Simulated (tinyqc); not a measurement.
Precursor delivery and alloy composition in metal-organic vapour-phase epitaxy: one step, computed by the program tinyqc. Command: `OMP_NUM_THREADS=1 python tinyqc.py 3017359 3017360 out.jsonl movpe walk`. One thread of a shared host (Intel(R) Xeon(R) Processor @ 2.30GHz), about 0.01 s of CPU time with the checks.

Carrier gas leaves each bubbler saturated. Group-III species cross a boundary layer and react at the surface; element 2 can also desorb. The film is (1)_(1-x) (2)_x V with a zinc-blende cell.

Task: Transport to the surface. Partial pressure p_i = p F_i/(44615 x total flow in slm); density n_i = p_i/(k_B T), 1 torr = 133.322 Pa; D = D0 (T/273.15)^1.75 (760/p), h = D/delta, the same for both; k_s = prefactor x exp(-energy/(k_B T)); arrival J_i = n_i/(1/h + 1/k_s); in layers per second g_i = J_i a^2/2 (two group-III sites per a^2 on (001)). Temperatures in kelvin are T(C) + 273.15.

Inputs (values chosen for the exercise, close to those used for InGaP from TEGa and TMIn):
```
quantity                                 value      unit
source 1: bath temperature                  16         C
source 2: bath temperature                  16         C
total flow                                  14       slm
reactor pressure p                          40      torr
diffusivity D0 at 273.15 K and 760 torr   0.38    cm^2/s
boundary layer delta                      0.69        cm
prefactor of the surface rate k_s        5e+13      cm/s
energy of k_s                             1.89        eV
lattice constant a                        5.65  angstrom
growth temperature T                       680         C
```

molar flows (micromol/min): F1 1.650118, F2 27.90615

Constants: k_B = 1.380649e-23 J/K; k_B = 8.617333262e-05 eV/K.

Give: densities; h; k_s; arrival rates.

Result:

densities (1/cm^3): n1 1.0706e+12, n2 1.8105e+13

h = 93.222 cm/s

k_s = 5076.9 cm/s

arrival rates (layers/s): g1 0.15643, g2 2.6454

Growth is transport-limited.
